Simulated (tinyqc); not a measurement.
# Ferroelectric with a first-order transition, Landau-Devonshire energy: polarisation and permittivity against temperature

One domain with free energy u = al P^2 + be P^4 + ga P^6 - E P, al = a0 (T - T0), be < 0 < ga (P in uC/cm^2, E in kV/cm, u in mJ/cm^3). Equilibrium: E = 2 al P + 4 be P^3 + 6 ga P^5; a state is stable against small changes where dE/dP > 0. The coercive field is that of uniform switching, which real films, switching by domains, do not reach.

Ps^2 = [-be + sqrt(be^2 - 3 al ga)]/(3 ga); Pc^2 = [-3 be + sqrt(9 be^2 - 15 al ga)]/(15 ga), Ec = -E(Pc); susceptibility chi = 1/(eps0 dE/dP). TC = T0 + be^2/(4 a0 ga), where u(Ps) = u(0); T1 = T0 + be^2/(3 a0 ga), where the polar minimum disappears. For the non-polar state chi0 = 1/(2 eps0 al).

Parameters, values chosen for the exercise:

| symbol | value | unit | meaning |
|---|---|---|---|
| a0 | 0.014 | kV cm/(uC K) | slope of the quadratic coefficient |
| T0 | 450 | K | Curie-Weiss temperature |
| be | -0.00067 | kV cm^5/uC^3 | quartic coefficient |
| ga | 4.3e-7 | kV cm^9/uC^5 | sixth-order coefficient |

Constants: eps0 = 8.8541878128e-14 F/cm where lengths are in cm. Results are converted to the units shown.

Polarisation and permittivity against temperature:
```
T (K),Ps (uC/cm^2),u(Ps) (mJ/cm^3),Ec (kV/cm),chi at Ps,chi0
250,45.62,-4853,180.5,336.6,unstable
330,42.11,-2688,110.5,492.2,unstable
390,38.46,-1317,61.47,771.1,unstable
425,35.43,-644.6,34.71,1186,unstable
442,33.41,-361.8,22.33,1641,unstable
455,31.36,-170.2,13.21,2397,80670
462.4,29.78,-73.07,8.172,3356,32530
467.4,28.35,-13.77,4.841,4786,23180
472.4,26.13,38.64,1.577,9820,18010
474.4,24.28,56.63,0.2913,2.638e4,16530
```

What does the comparison show?

Ps falls from 45.6 to 24.3 uC/cm^2 without reaching zero, Ec falls from 180 to 0.291 kV/cm and chi rises from 337 to 26400. u(Ps) turns positive at TC = 468.6 K: the 2 row(s) above it are metastable, up to T1 = 474.9 K. Between T0 = 450 K and TC the non-polar state is the metastable one.

Program tinyqc, `OMP_NUM_THREADS=1 python tinyqc.py 2860046 2860047 out.jsonl`; Intel Xeon 2.30GHz, shared host, one thread, about 0.01 s.
